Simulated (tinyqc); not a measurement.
CIS on RHF in the 6-31g basis, for H2, spin multiplicity 1, step by step. Computed by tinyqc, a small Python program that keeps every step (integrals from PySCF). Settings: charge = 0, multiplicity = 1, basis = 6-31g, method = RHF, energy threshold = 1e-10, iteration cap = 55, orthogonalisation = symmetric, start = core, DIIS depth = 6. Command: `OMP_NUM_THREADS=1 python tinyqc.py 22801 22802 out.jsonl` (the two numbers bound the seeds that draw the settings). One thread of a shared host (Intel(R) Xeon(R) Processor @ 2.60GHz), about 0.04 s of CPU time with the checks. The early iterations of the SCF are left out here.

## One-electron integrals

Geometry (angstrom):
```
atom       x       y       z
H     0.0000  0.0000  0.0000
H     0.0000  0.0000  1.0240
```

Basis 6-31g: exponents (1/bohr^2) and contraction coefficients of normalised primitives:
```
element  l (shell)  exponent  coefficient
H            s (1)   18.7311       0.0335
H            s (1)    2.8254       0.2347
H            s (1)    0.6401       0.8138
H            s (2)    0.1613       1.0000
```

Overlap, kinetic and nuclear-attraction integrals over the contracted functions; the nuclear repulsion is the sum of Za Zb / Rab.

nuclear repulsion = 0.516775 hartree

overlap S, order 1H 1s, 1H 2s, 2H 1s, 2H 2s:
$$\begin{pmatrix}
1.0000 & 0.6583 & 0.2382 & 0.4024 \\
0.6583 & 1.0000 & 0.4024 & 0.7394 \\
0.2382 & 0.4024 & 1.0000 & 0.6583 \\
0.4024 & 0.7394 & 0.6583 & 1.0000
\end{pmatrix}$$

kinetic energy T (hartree), order 1H 1s, 1H 2s, 2H 1s, 2H 2s:
$$\begin{pmatrix}
1.3957 & 0.2597 & 0.0168 & 0.1064 \\
0.2597 & 0.2419 & 0.1064 & 0.1429 \\
0.0168 & 0.1064 & 1.3957 & 0.2597 \\
0.1064 & 0.1429 & 0.2597 & 0.2419
\end{pmatrix}$$

nuclear attraction V (hartree), order 1H 1s, 1H 2s, 2H 1s, 2H 2s:
$$\begin{pmatrix}
-2.1693 & -1.0782 & -0.4606 & -0.6793 \\
-1.0782 & -1.0955 & -0.6793 & -0.8603 \\
-0.4606 & -0.6793 & -2.1693 & -1.0782 \\
-0.6793 & -0.8603 & -1.0782 & -1.0955
\end{pmatrix}$$

core Hamiltonian H = T + V (hartree), order 1H 1s, 1H 2s, 2H 1s, 2H 2s:
$$\begin{pmatrix}
-0.7737 & -0.8184 & -0.4437 & -0.5729 \\
-0.8184 & -0.8536 & -0.5729 & -0.7175 \\
-0.4437 & -0.5729 & -0.7737 & -0.8184 \\
-0.5729 & -0.7175 & -0.8184 & -0.8536
\end{pmatrix}$$

## Two-electron integrals

Functions are numbered as in S; the eight-fold symmetry (ij|kl) = (ji|kl) = (kl|ij) leaves the list below.

Two-electron integrals (ij|kl) in chemists' order, unique and non-zero (hartree):
```
(11|11) 1.0766   (21|11) 0.5785   (21|21) 0.3294   (22|11) 0.5874
(22|21) 0.3613   (22|22) 0.4532   (31|11) 0.1913   (31|21) 0.1117
(31|22) 0.1269   (31|31) 0.0527   (32|11) 0.2307   (32|21) 0.1440
(32|22) 0.1837   (32|31) 0.0742   (32|32) 0.1220   (33|11) 0.5086
(33|21) 0.3264   (33|22) 0.4368   (33|31) 0.1913   (33|32) 0.3438
(33|33) 1.0766   (41|11) 0.3438   (41|21) 0.1971   (41|22) 0.2184
(41|31) 0.0742   (41|32) 0.0984   (41|33) 0.2307   (41|41) 0.1220
(42|11) 0.4001   (42|21) 0.2486   (42|22) 0.3189   (42|31) 0.1014
(42|32) 0.1582   (42|33) 0.4001   (42|41) 0.1582   (42|42) 0.2477
(43|11) 0.3264   (43|21) 0.2080   (43|22) 0.2777   (43|31) 0.1117
(43|32) 0.1971   (43|33) 0.5785   (43|41) 0.1440   (43|42) 0.2486
(43|43) 0.3294   (44|11) 0.4368   (44|21) 0.2777   (44|22) 0.3763
(44|31) 0.1269   (44|32) 0.2184   (44|33) 0.5874   (44|41) 0.1837
(44|42) 0.3189   (44|43) 0.3613   (44|44) 0.4532
```

## Orthogonalisation

S = U s U^T; symmetric (Loewdin) form X = U s^(-1/2) U^T, so that X^T S X = 1.

eigenvalues of S: [0.1531, 0.3988, 0.8693, 2.5787]

X, order 1H 1s, 1H 2s, 2H 1s, 2H 2s:
$$\begin{pmatrix}
1.2544 & -0.4986 & -0.0408 & 0.0312 \\
-0.4986 & 1.6629 & 0.0312 & -0.6702 \\
-0.0408 & 0.0312 & 1.2544 & -0.4986 \\
0.0312 & -0.6702 & -0.4986 & 1.6629
\end{pmatrix}$$

## Starting guess

The start is the orbitals of the core Hamiltonian; D = 2 C_occ C_occ^T.

D at the start, order 1H 1s, 1H 2s, 2H 1s, 2H 2s:
$$\begin{pmatrix}
0.2979 & 0.1940 & 0.2979 & 0.1940 \\
0.1940 & 0.1263 & 0.1940 & 0.1263 \\
0.2979 & 0.1940 & 0.2979 & 0.1940 \\
0.1940 & 0.1263 & 0.1940 & 0.1263
\end{pmatrix}$$

## Iteration 9 (converged): orbitals

converged F (hartree), order 1H 1s, 1H 2s, 2H 1s, 2H 2s:
$$\begin{pmatrix}
0.0937 & -0.4246 & -0.4049 & -0.4121 \\
-0.4246 & -0.3099 & -0.4121 & -0.3597 \\
-0.4049 & -0.4121 & 0.0937 & -0.4246 \\
-0.4121 & -0.3597 & -0.4246 & -0.3099
\end{pmatrix}$$

Diagonalise F' = X^T F X, C = X C', fill 1 alpha and 1 beta electrons from the bottom; D = 2 C_occ C_occ^T. Each column has its largest component positive (the first on a tie).

F' = X^T F X (hartree):
$$\begin{pmatrix}
0.6062 & -0.5743 & -0.2613 & -0.1293 \\
-0.5743 & 0.2453 & -0.1293 & -0.1964 \\
-0.2613 & -0.1293 & 0.6062 & -0.5743 \\
-0.1293 & -0.1964 & -0.5743 & 0.2453
\end{pmatrix}$$

orbital energies (hartree): MO1 -0.5222, MO2 0.1613, MO3 0.9158, MO4 1.1479

coefficients C, order 1H 1s, 1H 2s, 2H 1s, 2H 2s:
$$\begin{pmatrix}
0.2840 & 0.1713 & 0.8746 & -0.9746 \\
0.3367 & 1.1960 & -0.6990 & 1.1964 \\
0.2840 & -0.1713 & 0.8746 & 0.9746 \\
0.3367 & -1.1960 & -0.6990 & -1.1964
\end{pmatrix}$$

D after iteration 9, order 1H 1s, 1H 2s, 2H 1s, 2H 2s:
$$\begin{pmatrix}
0.1614 & 0.1913 & 0.1614 & 0.1913 \\
0.1913 & 0.2268 & 0.1913 & 0.2268 \\
0.1614 & 0.1913 & 0.1614 & 0.1913 \\
0.1913 & 0.2268 & 0.1913 & 0.2268
\end{pmatrix}$$

## Convergence

Stop when the energy changes by less than 1e-10 hartree and every element of the error matrix X^T (F D S - S D F) X is below 3e-06.

Course of the cycle:
```
iteration  E (hartree)     change  largest element of the error matrix
1            -1.056188          -                             1.42e-01
2            -1.089517  -3.33e-02                             2.25e-02
3            -1.090355  -8.38e-04                             5.72e-05
4            -1.090355  -4.48e-09                             2.33e-05
5            -1.090355  -5.40e-10                             1.46e-05
6            -1.090355  -1.65e-10                             1.06e-05
7            -1.090355  -7.11e-11                             8.37e-06
8            -1.090355  -1.15e-10                             6.76e-09
9            -1.090355     0.0000                             5.71e-12
```

PySCF RHF in the same basis = -1.090355 hartree

Converged in 9 iterations.

## Populations, bond orders and dipole

Mulliken: Z minus the diagonal of D S on the atom; Loewdin: the same with S^(1/2) D S^(1/2); Mayer order: 2 sum_s sum (D(s) S)_ij (D(s) S)_ji over the two atoms.

Charges (e):
```
atom  Mulliken  Loewdin
1H           0        0
2H           0        0
```

Mayer bond orders:
```
pair   order
2-1   1.0000
```

dipole moment about the origin, x y z (debye): [0.0000, 0.0000, 0.0000]

## Integrals over molecular orbitals

(pq|rs) = sum C_ip C_jq C_kr C_ls (ij|kl), one index at a time.

one-electron integrals over orbitals h = C^T H C (hartree):
$$\begin{pmatrix}
-1.0850 & 0.0000 & -0.1323 & 0.0000 \\
0.0000 & -0.6101 & 0.0000 & 0.1922 \\
-0.1323 & 0.0000 & 0.0048 & 0.0000 \\
0.0000 & 0.1922 & 0.0000 & 0.1285
\end{pmatrix}$$

Two-electron integrals over orbitals (pq|rs), unique and non-zero (hartree):
```
(11|11) 0.5628    (21|21) 0.1088    (22|11) 0.4401    (22|22) 0.4015
(31|11) 0.1323    (31|22) 0.0688    (31|31) 0.0932    (32|21) 0.0115
(32|32) 0.0378    (33|11) 0.5021    (33|22) 0.4031    (33|31) 0.1183
(33|33) 0.4730    (41|21) -0.0804   (41|32) -0.0498   (41|41) 0.1089
(42|11) -0.1363   (42|22) -0.0729   (42|31) -0.0809   (42|33) -0.1190
(42|42) 0.0825    (43|21) -0.1211   (43|32) -0.0392   (43|41) 0.1248
(43|43) 0.1746    (44|11) 0.5641    (44|22) 0.4478    (44|31) 0.1684
(44|33) 0.5297    (44|42) -0.1616   (44|44) 0.6245
```

## CIS matrix, singlets

A(ia,jb) = (e_a - e_i) d_ij d_ab + 2 (ia|jb) - (ij|ab).

CIS matrix A, singlet (hartree), order 1>2, 1>3, 1>4:
$$\begin{pmatrix}
0.4610 & 0.0000 & -0.0244 \\
0.0000 & 1.1223 & 0.0000 \\
-0.0244 & 0.0000 & 1.3237
\end{pmatrix}$$

## CIS singlet states

dipole integrals <i|r|a> (bohr), order 1>2, 1>3, 1>4:
$$\begin{pmatrix}
0.0000 & 0.0000 & -1.2416 \\
0.0000 & 0.0000 & 0.0000 \\
0.0000 & 0.0000 & 0.0681
\end{pmatrix}$$

Diagonalise A (1 hartree = 27.211386 eV); each vector has its largest component positive (the first on a tie). The transition dipole is mu = sqrt2 sum c_ia <i|r|a>.

singlet excitation energies (eV): [12.5254, 30.5386, 36.0390]

lowest vectors, order 1>2, 1>3, 1>4:
$$\begin{pmatrix}
0.9996 & 0.0000 & -0.0283 \\
0.0000 & 1.0000 & 0.0000 \\
0.0283 & 0.0000 & 0.9996
\end{pmatrix}$$

oscillator strengths 2/3 w |mu|^2: [0.9425, 0.0000, 0.0188]

## CIS matrix, triplets

A(ia,jb) = (e_a - e_i) d_ij d_ab - (ij|ab).

CIS matrix A, triplet (hartree), order 1>2, 1>3, 1>4:
$$\begin{pmatrix}
0.2433 & 0.0000 & 0.1363 \\
0.0000 & 0.9358 & 0.0000 \\
0.1363 & 0.0000 & 1.1059
\end{pmatrix}$$

## CIS triplet states

Diagonalise A (1 hartree = 27.211386 eV); each vector has its largest component positive (the first on a tie).

triplet excitation energies (eV): [6.0498, 25.4650, 30.6652]

lowest vectors, order 1>2, 1>3, 1>4:
$$\begin{pmatrix}
0.9883 & 0.0000 & 0.1524 \\
0.0000 & 1.0000 & 0.0000 \\
-0.1524 & 0.0000 & 0.9883
\end{pmatrix}$$
